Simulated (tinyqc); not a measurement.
From one set of inputs to another, one input at a time: microkinetic model of low-temperature epitaxy from hydride gases: adsorption, hydrogen desorption and rate control. Computed by tinyqc, a small Python program. Command: `OMP_NUM_THREADS=1 python tinyqc.py 3000938 3000939 out.jsonl hepi ladder`. One thread of a shared host (Intel(R) Xeon(R) Processor @ 2.30GHz), about 0.05 s of CPU time with the checks.

Each hydride molecule needs two free sites and leaves four hydrogen atoms, of which two leave at once as H2; theta is the hydrogen coverage, the site density is 6.78 per nm^2 and one layer is 1.358 angstrom thick.

The inputs printed are set A. Inputs not listed in the table keep their values of set A, so the rows need not describe a real material.

Inputs (values chosen for the exercise, close to those used for silane and germane on Si(001)):

| quantity | value | unit |
|---|---|---|
| silane pressure p_S | 0.011 | Pa |
| sticking prefactor of silane s0 | 0.077 | - |
| adsorption barrier E_s | 0.2 | eV |
| desorption prefactor nu_d | 3.6e+11 | 1/s |
| desorption energy on silicon E_d | 2.11 | eV |
| hydrogen carrier pressure p_H | 3600 | Pa |
| sticking of hydrogen s_H | 4.9e-07 | - |
| temperature T | 500 | C |
| germane pressure p_G | 0.00022 | Pa |
| sticking ratio of germane to silane r_G | 3.6 | - |
| lowering of E_d per unit germanium fraction, dE | 0.41 | eV |

Film: silicon-germanium. Order of hydrogen desorption: first.

Constants: k_B = 8.617333262e-05 eV/K; u = 1.6605390666e-27 kg; k_B = 1.380649e-23 J/K.

Method:
- Flux per site F = p/(sqrt(2 pi M k_B T) x 6.78e18 per m^2), M = 32.12 u (silane), 76.63 u (germane), 2.016 u (hydrogen); s = s0 exp(-E_s/(k_B T)); k_S = s F_S, k_G = r_G s F_G; germanium fraction x = k_G/(k_S + k_G); k = k_S + k_G; k_H = s_H F_H; k_d = nu_d exp(-(E_d - dE x)/(k_B T)).
- Temperatures in kelvin are T(C) + 273.15.
- With k the hydride and k_H the hydrogen adsorption rate on free pairs and k_d the desorption rate, steady state: 2 (k + k_H)(1 - theta)^2 = k_d theta; growth rate R = k (1 - theta)^2 layers/s; 1 layer/s = 8.148 nm/min.
- With c = 2 (k + k_H)/k_d the free share is 1 - theta = 2/(1 + sqrt(1 + 4c)).
- X_i = d ln R/d ln k_i at fixed other constants. With f = 1 - theta and a = 2/f + 1/theta: d ln f/d ln k_d = 1/(a f), so X_d = 2/(a f), X_k = 1 - X_d k/(k + k_H), X_H = -X_d k_H/(k + k_H); they sum to 1.

Each row keeps all changes above it:

| input moved | from | to | growth rate G (nm/min) | hydrogen coverage theta | X_d (desorption) |
|---|---|---|---|---|---|
| set A | - | - | 2.0808e-04 | 0.98467 | 0.99227 |
| germane pressure p_G (Pa) | 0.00022 | 0.00062 | 3.4791e-04 | 0.98093 | 0.99037 |
| lowering of E_d per unit germanium fraction, dE (eV) | 0.41 | 0.56 | 4.5065e-04 | 0.97830 | 0.98903 |
| sticking ratio of germane to silane r_G | 3.6 | 1.5 | 2.4627e-04 | 0.98338 | 0.99162 |
| desorption prefactor nu_d (1/s) and desorption energy on silicon E_d (eV) | 3.6e+11, 2.11 | 6.8e+12, 2.14 | 2.8450e-03 | 0.94352 | 0.97094 |
| temperature T (C) | 500 | 700 | 8.6860e-01 | 0.23222 | 0.37692 |
| silane pressure p_S (Pa) | 0.011 | 0.018 | 1.3200e+00 | 0.25252 | 0.40321 |

Which inputs carry the difference?

Growth rate G goes from 2.08e-4 to 1.32, a factor 6340 in all. The largest single move comes from temperature T (a factor 305), and sticking ratio of germane to silane r_G works against it (a factor 0.546). Hydrogen coverage theta goes from 0.985 to 0.253, a factor 0.256 in all. The largest single move comes from temperature T (a factor 0.246). X_d (desorption) goes from 0.992 to 0.403, a factor 0.406 in all. The largest single move comes from temperature T (a factor 0.388). The single moves hold for this order of the switches; the total does not depend on the order.

Extremes, crossings and ranges named in words are read from the listed rows.
